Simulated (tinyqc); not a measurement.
Eight-band Kane k.p model: sweeps and comparisons. A value that a table varies takes the place of the one given here.

Eight-band Kane model, basis S, X, Y, Z times spin, zero of energy at the top of the unstrained valence band, c = hbar^2/2m0. Within each spin: H_SS = Eg + A c k^2, H_SX = i P kx (likewise Y, Z), H_XX = -Dso/3 + L kx^2 + M (ky^2 + kz^2), H_XY = N kx ky, and cyclic. Spin-orbit term (Dso/3) L.sigma on X, Y, Z with (L_k)_ij = -i epsilon_kij: <X+|H|Y+> = -i Dso/3, <X+|H|Z-> = Dso/3, <Y+|H|Z-> = -i Dso/3, <Z+|H|X-> = -Dso/3, <Z+|H|Y-> = i Dso/3, <X-|H|Y-> = i Dso/3, and their conjugates; + and - are the spin along z. Terms from inversion asymmetry are left out, so every level is twofold.

P = sqrt(Ep c); A = 1/me - Ep (Eg + 2 Dso/3)/(Eg (Eg + Dso)) keeps the electron mass; g1' = g1 - Ep/(3 Eg), g2' = g2 - Ep/(6 Eg), g3' = g3 - Ep/(6 Eg) remove the coupling to S that the Luttinger values already hold; L = -c (g1' + 4 g2'), M = -c (g1' - 2 g2'), N = -6 c g3'.

Constants: hbar^2/2m0 = 3.80998211 eV angstrom^2.

Parameters, chosen for this exercise (near those of InSb; shifted at random, so the results belong to these values and not to a real crystal):
```
symbol  value   unit        meaning
Eg      0.236   eV          gap at Gamma to the s-like level
Dso     0.809   eV          spin-orbit splitting
Ep      23.4    eV          Kane energy
me      0.0134  m0          electron mass at Gamma
g1      34.89               Luttinger gamma1
g2      15.48               gamma2
g3      16.53               gamma3
kmax    0.1     1/angstrom  end of the path
```

## Non-parabolicity of the conduction band

Unstrained, along [100], six points up to kmax. Parabolic: E = c k^2/me. Two-band form: E (1 + alpha E) = c k^2/me with alpha = (1 - me)^2/Eg. The column alpha(k) solves that form for alpha with the eight-band energy. Energies from the conduction edge.

Energies:
```
|k| (1/angstrom)  parabolic (eV)  two-band (eV)  eight-band (eV)  alpha(k) (1/eV)  parabolic / eight-band
0.0167                    0.0790         0.0627           0.0639            3.700                   1.236
0.0333                    0.3159         0.1809           0.1891            3.547                   1.671
0.0500                    0.7108         0.3113           0.3333            3.399                   2.133
0.0667                    1.2637         0.4454           0.4874            3.267                   2.593
0.0833                    1.9745         0.5812           0.6488            3.149                   3.043
0.1000                    2.8433         0.7179           0.8163            3.042                   3.483
```

alpha = 4.124 1/eV

At the last point the parabola lies a factor 3.48 above the eight-band value, and the two-band form 98.4 meV below it. Even the first point is more than 5 % off the parabola. alpha(k) goes from 3.700 to 3.042 1/eV, a spread of 17.8 % over this range; the simple rule gives 4.124, 11 % above the first value, as it knows neither Dso nor the remote terms.

## Four, six or eight bands for the holes

Unstrained, along [110]. Six bands: the X, Y, Z block alone with the full g1, g2, g3 in L, M, N. Four bands: the same with Dso sent to infinity. HH, LH and SO name the pairs from the top.

Valence levels (eV):
```
|k| (1/angstrom)     HH 4     HH 6     HH 8     LH 4     LH 6     LH 8     SO 6     SO 8
0.0167            -0.0025  -0.0025  -0.0025  -0.0714  -0.0683  -0.0558  -0.8490  -0.8189
0.0333            -0.0099  -0.0098  -0.0098  -0.2855  -0.2331  -0.1550  -1.0091  -0.8491
0.0500            -0.0223  -0.0219  -0.0219  -0.6423  -0.3880  -0.2534  -1.3961  -0.9009
0.0667            -0.0397  -0.0383  -0.0383  -1.1419  -0.4825  -0.3418  -2.0605  -0.9745
0.0833            -0.0620  -0.0588  -0.0587  -1.7843  -0.5439  -0.4194  -2.9757  -1.0684
0.1000            -0.0892  -0.0827  -0.0824  -2.5694  -0.5944  -0.4891  -4.1198  -1.1790
```

At |k| = 0.1000 the heavy holes of the three models span 6.8 meV and the light holes 2080.3 meV. The split-off band moves the light hole by +1974.9 meV and treating the conduction band exactly moves it by +105.4 meV more; the split-off band matters more here, where the four-band light-hole energy is 3.18 times Dso and 10.89 times Eg. The four-band light hole has even passed below -Dso = -0.809 eV, where that model has no meaning.

## What each parameter does

Unstrained; levels at |k| = kmax along [100], all derived values formed anew. Each row changes one parameter from the base and keeps the others.

Results:
```
case             conduction (eV)  heavy hole (eV)  light hole (eV)  split-off (eV)
base                      1.0523          -0.1497          -0.5088         -1.1365
Eg = 0.2124 eV            1.1041          -0.1497          -0.5405         -1.0469
Dso = 0.7281 eV           1.0437          -0.1497          -0.4962         -1.0835
Ep = 25.74 eV             1.1368          -0.1497          -0.5502         -1.0821
me = 0.0147 m0            0.9136          -0.1497          -0.5614         -1.1967
g1 = 38.379               0.9995          -0.2827          -0.6142         -1.2442
g2 = 17.028               0.9678          -0.0318          -0.4494         -1.2294
g3 = 14.877               1.0523          -0.1497          -0.5088         -1.1365
```

The largest shifts from the base row, up to three for each result and ties (the steps differ in size, so this ranks the rows, not the parameters). conduction (eV): me -0.1386, Ep +0.0845, g2 -0.0845; unchanged at the printed digits by g3. heavy hole (eV): g1 -0.1329, g2 +0.1180; unchanged at the printed digits by Eg, Dso, Ep, me and g3. light hole (eV): g1 -0.1054, g2 +0.0594, me -0.0526; unchanged at the printed digits by g3. split-off (eV): g1 -0.1077, g2 -0.0929, Eg +0.0896; unchanged at the printed digits by g3. Along [100] the heavy hole does not couple to S or to g3, so it follows g1 - 2 g2 alone.

Program tinyqc; command `OMP_NUM_THREADS=1 python tinyqc.py 1080011 1080012 out.jsonl`; about 0.01 s on one thread of a shared Intel(R) Xeon(R) Processor @ 2.30GHz.
